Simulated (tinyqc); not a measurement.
Graded p-n junction, non-linear Poisson equation by Newton steps: one step of the calculation.

One dimension, p side on the left, n side on the right; net doping C = (Nd - Na)/2 + ((Nd + Na)/2) tanh(x/Lg). The potential psi is counted from the intrinsic level, and the quasi-Fermi potentials are flat: 0 for holes and -V for electrons, so n = ni exp((psi + V)/Vt) and p = ni exp(-psi/Vt) (Boltzmann statistics, full ionisation, no current).

Problem. Converged densities, field and charge. n and p as above; field E_i = -(psi_(i+1) - psi_i)/h_i on each interval; charge on either side of the peak Q = eps0 eps_r |E|max (Gauss).

Inputs (values chosen for the exercise); band and dielectric values those of a made-up semiconductor: temperature T = 350 K; relative permittivity eps_r = 12.7; bias of the p side against the n side V = 0 V.

Constants: q = 1.602176634e-19 C, kB = 1.380649e-23 J/K, Vt = kB T/q, eps0 = 8.8541878128e-14 F/cm where lengths are in cm. Results are converted to the units shown.

| node | x (nm) | converged psi (V) | net doping C (cm^-3) |
|---|---|---|---|
| 0 | -3460 | -0.55769936 | -6.4000000e15 |
| 1 | -2730 | -0.55769933 | -6.3999966e15 |
| 2 | -2100 | -0.55769710 | -6.3997702e15 |
| 3 | -1570 | -0.55758618 | -6.3921312e15 |
| 4 | -1120 | -0.55243297 | -6.2420362e15 |
| 5 | -731 | -0.34629498 | -4.3021835e15 |
| 6 | -401 | 0.55481027 | 1.1445864e16 |
| 7 | -120 | 0.63343055 | 7.9291053e16 |
| 8 | 120 | 0.65901627 | 1.8430895e17 |
| 9 | 391 | 0.66835628 | 2.5100839e17 |
| 10 | 697 | 0.67026815 | 2.6737355e17 |
| 11 | 1040 | 0.67053408 | 2.6973084e17 |
| 12 | 1430 | 0.67056207 | 2.6997999e17 |
| 13 | 1870 | 0.67056419 | 2.6999894e17 |
| 14 | 2370 | 0.67056431 | 2.6999996e17 |

ni = 5.9657167e7 cm^-3

Give: n; p; field E; peak |E|; charge Q.

Solution.

| node | n (cm^-3) | p (cm^-3) |
|---|---|---|
| 0 | 0.55609 | 6.4000e15 |
| 1 | 0.55609 | 6.4000e15 |
| 2 | 0.55613 | 6.3995e15 |
| 3 | 0.55818 | 6.3760e15 |
| 4 | 0.66218 | 5.3746e15 |
| 5 | 615.51 | 5.7822e12 |
| 6 | 5.8154e15 | 0.61199 |
| 7 | 7.8824e16 | 0.045151 |
| 8 | 1.8411e17 | 0.019331 |
| 9 | 2.5094e17 | 0.014183 |
| 10 | 2.6736e17 | 0.013311 |
| 11 | 2.6973e17 | 0.013195 |
| 12 | 2.6998e17 | 0.013182 |
| 13 | 2.7000e17 | 0.013181 |
| 14 | 2.7000e17 | 0.013181 |

| interval | field E (kV/cm) |
|---|---|
| 0 | 0.000 |
| 1 | 0.000 |
| 2 | -0.002 |
| 3 | -0.115 |
| 4 | -5.299 |
| 5 | -27.306 |
| 6 | -2.798 |
| 7 | -1.066 |
| 8 | -0.345 |
| 9 | -0.062 |
| 10 | -0.008 |
| 11 | -0.001 |
| 12 | 0.000 |
| 13 | 0.000 |

peak |E| = 27.306 kV/cm
charge Q = 30.705 nC/cm^2

Computed by the program tinyqc: `OMP_NUM_THREADS=1 python tinyqc.py 2000067 2000068 out.jsonl`, one thread of a shared Intel Xeon 2.30GHz, about 0.04 s for the whole run.
